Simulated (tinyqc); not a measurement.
Area and perimeter leakage from two diodes.

Problem. A square diode and a finger diode leak I = JA area + JP perimeter. Find JA, JP and the side of the square at which both parts are equal.

areas (um^2): [10000, 27000]
perimeters (um): [400, 11070]
leakage currents (pA): [1.034, 8.8857000]

Answer. Two linear equations give JA and JP; for a square of side a, JA a^2 = 4 JP a at a = 4 JP/JA.

JA = 7.90e-9 A/cm^2
JP = 6.10e-12 A/cm
side for equal parts = 30.9 um

Program tinyqc, `OMP_NUM_THREADS=1 python tinyqc.py 2290007 2290008 out.jsonl`; Intel Xeon 2.30GHz, shared host, one thread, about 0.01 s.
